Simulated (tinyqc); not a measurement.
Hall effect and magnetoresistance of several carrier groups with constant relaxation times: one step, computed by the program tinyqc. Command: `OMP_NUM_THREADS=1 python tinyqc.py 3029941 3029942 out.jsonl hall2 walk`. One thread of a shared host (Intel(R) Xeon(R) Processor @ 2.30GHz), about 0.01 s of CPU time with the checks.

Group 1 has charge -e and group 2 charge +e; s_i is that sign. B lies along z; mu B is formed with mu in m^2/(V s).

Question. Limits of weak and strong field. Weak field: R_H(0) = sum s_i n_i mu_i^2/(e (sum n_i mu_i)^2); MR = c B^2 with c = n1 n2 mu1 mu2 (s1 mu1 - s2 mu2)^2/(n1 mu1 + n2 mu2)^2. Strong field: R_H = 1/(e sum s_i n_i); rho_xx saturates at (n1/mu1 + n2/mu2)/(e (sum s_i n_i)^2).

Inputs (values chosen for the exercise, for a model conductor): density n1 = 2.5e+10 1/cm^2; mobility mu1 = 57000 cm^2/(V s); density n2 = 4.6e+10 1/cm^2; mobility mu2 = 3000 cm^2/(V s).

Carriers: electrons and holes. Densities: per area (a thin layer).

Constants: e = 1.602176634e-19 C.

Give: R_H at weak field; coefficient c; R_H at strong field; saturation MR.

Answer.

R_H at weak field = -2.065e+08 cm^2/C

coefficient c = 2.898 1/T^2

R_H at strong field = 2.972e+08 cm^2/C

saturation MR = 5490 %

R_H changes sign between weak and strong field: the faster group rules at weak field, the denser one at strong field.
